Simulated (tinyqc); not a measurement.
What each parameter does: donor near an oxide interface in a gate field (two-state model).

Interface at z = 0 (hard wall), donor at z = d, field F pulling electrons to the interface: potential e F z; 1 kV/cm = 1e-5 eV/angstrom, c = hbar^2/2m0, q = e^2/(4 pi eps0), Q = (eps - eo)/(eps + eo). Donor state: E_D = e F d - ED - q Q/(4 eps d), the last term joining the images of ion and electron. Interface state: z exp(-b z/2) exp(-rho^2/(2 L^2)) with E_z = c b^2/(4 mz) + 3 e F/b + q Q b/(8 eps), minimised over b; in the plane at z = 3/b the ion (distance D = d - 3/b) and its image (D' = d + 3/b) give E_rho = c/(mt L^2) - (q/eps)(sqrt(pi)/L)[erfcx(D/L) + Q erfcx(D'/L)], erfcx(x) = exp(x^2) erfc(x), minimised over L. E_I = E_z + E_rho.

The two states couple by t = t0 exp(-D/aD) with t0 = q/(eps aD) (2 aD/L) sqrt(aD b/2) v, v a valley factor; this form is an estimate. With detuning u = E_D - E_I the splitting is sqrt(u^2 + 4 t^2) and the lower state has weight (1 - u/sqrt(u^2 + 4 t^2))/2 on the donor.

Constants: hbar^2/2m0 = 3.80998211 eV angstrom^2; e^2/(4 pi eps0) = 14.39964547 eV angstrom.

Parameters, chosen for this exercise (near those of a donor in Si below SiO2, static dielectric constants; not measured data):
- d = 120 angstrom (depth of the donor)
- ED = 45.4 meV (bulk binding energy)
- mz = 0.91 m0 (mass across the interface)
- mt = 0.184 m0 (mass in the plane)
- eps = 11.3 (dielectric constant of the semiconductor)
- eo = 3.9 (dielectric constant of the oxide)
- aD = 18.2 angstrom (donor radius)
- v = 0.56 (valley factor)

Critical field (E_D = E_I), and t and L there.

One parameter was then changed.

Results before and after:
```
case     critical field (kV/cm)  t (meV)  L (angstrom)
base                       57.4    0.137          90.7
changed                    64.0    0.238          85.3
```

Which of these changes was made? (a) mz = 0.773 m0; (b) mt = 0.212 m0; (c) ED = 51.4 meV; (d) eps = 12; (e) eo = 5.8; (f) d = 110 angstrom; (g) aD = 20 angstrom.

Answer: (f) d = 110 angstrom. Of the candidates, run in turn, only this one gives the changed row.

All candidates:
```
case              critical field (kV/cm)  t (meV)  L (angstrom)
base                                57.4    0.137          90.7
d = 110 angstrom                    64.0    0.238          85.3
ED = 51.4 meV                       64.6    0.127          91.5
aD = 20 angstrom                    57.4    0.217          90.7
mz = 0.773 m0                       58.8    0.145          90.2
mt = 0.212 m0                       57.0    0.145          85.8
eo = 5.8                            55.8    0.128          93.1
eps = 12                            58.2    0.125          92.8
```

Run: tinyqc, `OMP_NUM_THREADS=1 python tinyqc.py 1280519 1280520 out.jsonl`; Intel(R) Xeon(R) Processor @ 2.30GHz, one thread, shared host; about 0.1 s of CPU time with all checks.
